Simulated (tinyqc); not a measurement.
Van der Pauw, Hall and four-point-probe measurements on a doped layer: correction factor against the shape of the sample.

A uniform p-type layer with sheet resistance Rs = 1/(q ns mu), point contacts, low field (mu B small).

Rs = 1/(q ns mu). For a rectangle with contacts at the corners, RA = (8 Rs/pi) sum_(k>=0) ln coth((2k + 1) pi a/(2 b)) with current along a short side b and voltage along the opposite one, RB the same with a and b exchanged. ar = a/b. F = Rs/[(pi/ln 2)(RA + RB)/2]; small-asymmetry estimate 1 - (ln 2/2) d^2 - ((ln 2)^2/4 - (ln 2)^3/12) d^4 with d = (RB - RA)/(RB + RA).

Values chosen for this exercise: sheet density of the layer ns = 1.8e14 cm^-2; drift mobility mu = 130 cm^2/(V s).

Constants: q = 1.602176634e-19 C. Results are converted to the units shown.

Correction factor against the shape of the sample:
```
ar	RA (ohm)	RB (ohm)	RB/RA	F	estimate of F
1	58.85	58.85	1.000	1.000	1.000
1.34	20.18	131.9	6.536	0.7740	0.7861
1.69	6.718	218.7	32.55	0.5221	0.6213
2.03	2.309	307.2	133.1	0.3803	0.5767
2.37	0.7934	397.1	500.6	0.2958	0.5653
2.71	0.2726	487.6	1788	0.2413	0.5623
3.06	0.09079	580.8	6397	0.2026	0.5614
3.4	0.03120	671.5	2.152e4	0.1753	0.5612
```

What does the table show?

RB/RA rises from 1.00 to 21500 and F falls from 1.00 to 0.175. The estimate is 19 % above F at a/b = 1.69 and 3.20 times it in the last row. RA shrinks about as exp(-pi a/b): by a factor of 2.91 between the last two rows, against 2.91.

Numbers from tinyqc (`OMP_NUM_THREADS=1 python tinyqc.py 2850222 2850223 out.jsonl`; about 0.01 s on one thread of a shared Intel Xeon 2.30GHz).
